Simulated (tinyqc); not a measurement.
Donor binding, ionisation and the Mott limit: one step of the calculation.

Hydrogenic donor: Ry = (m0 q^3/(8 eps0^2 h^2)) me/eps_r^2 in eV, E0 = cc Ry, radius a = q/(8 pi eps0 eps_r E0), Mott density Nm = (0.26/a)^3. Below Nm the level sinks as Ed = E0 [1 - (N/Nm)^(1/3)]. Neutrality: Nc F12(eta) = N/(1 + 2 exp(eta + Ed/kB T)), F12(x) = (2/sqrt(pi)) int_0^infinity sqrt(u)/(1 + exp(u - x)) du.

Task. Ionisation. Solve the neutrality equation for eta. Boltzmann form: with k = (Nc/2) exp(-Ed/kB T) the ionised share is [-k + sqrt(k^2 + 4 k N)]/(2 N).

Values chosen for this exercise; band and dielectric values close to those of gallium phosphide: temperature T = 300 K; conduction-band density of states at 300 K Nc = 1.83e19 cm^-3; donor density N = 2.1e17 cm^-3.

Constants: q = 1.602176634e-19 C, kB = 1.380649e-23 J/K, Vt = kB T/q. Results are converted to the units shown.

Ed = 18.276832 meV

Wanted: eta; ionised share; n; ionised share, Boltzmann form.

Result.

eta = -4.507
ionised share = 95.72 %
n = 2.010e17 cm^-3
ionised share, Boltzmann form = 95.73 %

With the level held at E0 the share would be 92.9 %.

Range of the model: A sharp level with degeneracy 2 overstates freeze-out near Nm, where the impurity band broadens and merges with the conduction band.

Program tinyqc, `OMP_NUM_THREADS=1 python tinyqc.py 2330096 2330097 out.jsonl`; Intel Xeon 2.30GHz, shared host, one thread, about 0.01 s.
